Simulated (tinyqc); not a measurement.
# MOS inversion layer, Poisson-Schroedinger loop: effect of the temperature

Electrons confined at an insulator interface at z = 0, treated as a hard wall; parabolic valleys, Hartree approximation, no image or exchange terms. The depletion charge lies far deeper than the electrons and gives a uniform field q Nd/(eps0 eps_r); the gate balances all charge. Energies are counted from the band edge at the interface.

Schroedinger equation -(C/mz) psi'' + (V0 + U + dE for set B) psi = E psi, C = hbar^2/(2 m0), psi(0) = 0, on a uniform mesh of 800 nodes with a far wall at 86 nm, 8 levels a set; V0 = q Nd z/(eps0 eps_r); dU/dz = q (Ns - integral of n from 0 to z)/(eps0 eps_r), U(0) = 0; N_k = g md m0 q Vt/(pi hbar^2) ln(1 + exp((EF - E_k)/Vt)), g the number of valleys of the set, sum N_k = Ns. Triangular well: E_k = a_k (C F^2/mz)^(1/3), a_1 = 2.338107, a_2 = 4.087949, C = hbar^2/(2 m0), F in eV/nm. Fang-Howard (all electrons in the lowest level of set A): b^3 = 6 (mz1/C) q (Nd + 11 Ns/32)/(eps0 eps_r), centroid 3/b, level C b^2/(4 mz1) + (3/b) q (Nd + 11 Ns/16)/(eps0 eps_r). The centroid adds 3.9 z_av/eps_r to an oxide-equivalent thickness.

Inputs (values chosen for the exercise); masses and permittivity close to those of silicon (100):
```
symbol,value,unit,meaning
eps_r,11.7,,relative permittivity
mz1,0.918,m0,mass along z of valley set A (2 valley(s))
md1,0.193,m0,in-plane density-of-states mass of set A
mz2,0.19,m0,mass along z of valley set B (4 valley(s))
md2,0.413,m0,in-plane density-of-states mass of set B
Ns,7.9e11,cm^-2,sheet density of electrons
Nd,2.2e11,cm^-2,sheet density of depletion charge
dE,0,eV,extra shift of set B (strain)
```

Constants: q = 1.602176634e-19 C, kB = 1.380649e-23 J/K, hbar = 1.054571817e-34 J s, m0 = 9.1093837015e-31 kg, Vt = kB T/q, eps0 = 8.8541878128e-14 F/cm where lengths are in cm, hbar^2/(2 m0) = 0.0380998212 eV nm^2. Results are converted to the units shown.

The same in every row: Fang-Howard centroid (nm) = 2.91.

Result of one run:
```
A1 (meV)	B1 (meV)	EF (meV)	share of A1 (%)	share of set A (%)	centroid z_av (nm)	added oxide equivalent (nm)
48.0	75.4	-76.8	18.5	39.2	6.72	2.24
```

Which temperature T gave this result: 20, 77, 120, 300 or 400 K?

T = 400 K.

The whole series:
```
T (K)	A1 (meV)	B1 (meV)	EF (meV)	share of A1 (%)	share of set A (%)	centroid z_av (nm)	added oxide equivalent (nm)
20	44.4	62.1	49.2	99.9	99.9	2.73	0.909
50	44.8	63.6	47.3	89.7	91.6	2.96	0.987
77	45.4	65.7	43.4	74.9	79.8	3.31	1.10
120	46.2	68.4	34.0	56.5	65.7	3.84	1.28
200	47.1	71.6	9.03	36.7	51.7	4.77	1.59
300	47.7	73.9	-30.8	24.8	43.6	5.82	1.94
400	48.0	75.4	-76.8	18.5	39.2	6.72	2.24
500	48.3	76.4	-127	14.8	36.3	7.47	2.49
```

As T goes from 20 to 500, A1 rises from 44.4 to 48.3 meV, the share of A1 falls from 99.9 to 14.8 % and the centroid rises from 2.73 to 7.47 nm. EF lies more than 2 meV above A1 for T = 20, 50. The Fang-Howard centroid is 6.6 % above the full one in the first row, where A1 holds 99.9 %, and 61 % below it in the last, where A1 holds 14.8 %. For T = 300, 400, 500 the eighth level of a set still holds over 0.4 % of the electrons, so more levels and a farther wall would raise the centroid.

Computed by the program tinyqc: `OMP_NUM_THREADS=1 python tinyqc.py 2160126 2160127 out.jsonl`, one thread of a shared Intel Xeon 2.30GHz, about 1 s for the whole run.
